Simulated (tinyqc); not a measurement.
What each parameter does: round or elliptic silicon nanowire with anisotropic valleys (Ritz method).

Wire along x = [100] on a (001) wafer, y = [010], z = [001]. Valley groups, two valleys each (w = inverse masses): A, axis along z: w_y = 1/mt, w_z = 1/ml, m_x = mt; B, axis along y: w_y = 1/ml, w_z = 1/mt, m_x = mt; C, axis along x: w_y = w_z = 1/mt, m_x = ml.

Hard wall on the ellipse (y/a)^2 + (z/b)^2 = 1, c = hbar^2/2m0. With u = y/a, v = z/b the operator is -c [(w_y/a^2) d2/du2 + (w_z/b^2) d2/dv2] on the unit disc. Basis (1 - u^2 - v^2) u^i v^j; S, X and Y are the disc integrals of f f', (df/du)(df'/du) and (df/dv)(df'/dv), from the integral of u^p v^q = 2 Gamma((p+1)/2) Gamma((q+1)/2)/((p + q + 2) Gamma((p+q+2)/2)) for even p, q; H = c (w_y X/a^2 + w_z Y/b^2).

Converged values use 21 functions of each parity class (e or o in u, then in v).

Constants: hbar^2/2m0 = 3.80998211 eV angstrom^2.

Parameters, chosen for this exercise (near those of a Si nanowire; not measured data): ml = 0.922 m0 (longitudinal mass); mt = 0.189 m0 (transverse mass); a = 21 angstrom (semi-axis along y); b = 21 angstrom (semi-axis along z).

Lowest level of groups A and B.

Results for these values:
```
case  A (eV)  B (eV)  B - A (meV)
base  0.1565  0.1565          0.0
```

What happens to each result for b = 19 angstrom, all else kept?

Answer: A rises from 0.1565 to 0.1631; B rises from 0.1565 to 0.1844; B - A rises from 0.0 to 21.3.

The same for each parameter in turn:
```
case             A (eV)  B (eV)  B - A (meV)
base             0.1565  0.1565          0.0
a = 24 angstrom  0.1268  0.1493         22.6
b = 19 angstrom  0.1631  0.1844         21.3
ml = 1.033 m0    0.1533  0.1533          0.0
mt = 0.208 m0    0.1450  0.1450          0.0
```

Program tinyqc; command `OMP_NUM_THREADS=1 python tinyqc.py 1282615 1282616 out.jsonl`; about 0.06 s on one thread of a shared Intel(R) Xeon(R) Processor @ 2.30GHz.
